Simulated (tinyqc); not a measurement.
One dielectric constant for an anisotropic host? Model: finite-size error of a charged defect in a periodic cell: Madelung and Makov-Payne terms. Computed by tinyqc, a small Python program. Command: `OMP_NUM_THREADS=1 python tinyqc.py 3009674 3009675 out.jsonl imagecharge walk`. One thread of a shared host (Intel(R) Xeon(R) Processor @ 2.30GHz), about 0.02 s of CPU time with the checks.

L is the cube root of the cell volume. The defect charge is a Gaussian, rho(r) = q (2 pi sigma^2)^(-3/2) exp(-r^2/2 sigma^2), repeated periodically in a uniform neutralising background and screened by a continuum. The model cell energy is E(L) = E_0 + [periodic - isolated electrostatic energy].

Inputs (values chosen for the exercise, for a model uniaxial host):

| quantity | value | unit |
|---|---|---|
| charge q | 2 | e |
| cell length L | 14.3 | angstrom |
| dielectric constant eps_xy | 15.2 | - |
| dielectric constant eps_z | 22.4 | - |
| axis ratio c/a | 1.72 | - |

Supercell lattice: tetragonal. Screening: uniaxial.

Constants: e^2/(4 pi eps_0) = 14.39964548 eV angstrom.

Method:
- Cell vectors: (1,0,0), (0,1,0), (0,0,c/a), scaled to volume L^3.
- Ewald sum for a unit point charge: scale each Cartesian component of the cell by 1/sqrt(eps_i), giving R', G' and V'; E = [ (1/2) sum erfc(eta R')/R' + (2 pi/V') sum exp(-G'^2/4 eta^2)/G'^2 - eta/sqrt(pi) - pi/(2 V' eta^2) ] e^2/(4 pi eps_0) / sqrt(eps_x eps_y eps_z), over n_i = -6..6, omitting n = (0,0,0), eta = 2/V'^(1/3). alpha = -2 E eps_g L/(e^2/(4 pi eps_0)), eps_g = (eps_x eps_y eps_z)^(1/3).
- The same sum with an isotropic constant in place of the tensor, the means being taken over (eps_xy, eps_xy, eps_z); errors against the tensor result.

cell vectors (rows) (angstrom):
```
         1        2        3
1  11.9351   0.0000   0.0000
2   0.0000  11.9351   0.0000
3   0.0000   0.0000  20.5284
```

point-charge correction -q^2 E = 0.315866 eV

Point-charge correction:

| constant | value | correction (eV) | error (meV) |
|---|---|---|---|
| eps_xy | 15.200 | 0.33320 | 17.336 |
| eps_z | 22.400 | 0.22610 | -89.765 |
| arithmetic mean | 17.600 | 0.28777 | -28.101 |
| geometric mean | 17.297 | 0.29280 | -23.065 |
| harmonic mean | 17.024 | 0.29750 | -18.364 |

What does the comparison show, and why?

The tensor gives 0.3159 eV. Closest is eps_xy (+17.3 meV) and furthest eps_z (-89.8 meV); anisotropy also changes the effective shape of the cell, which no single constant captures.
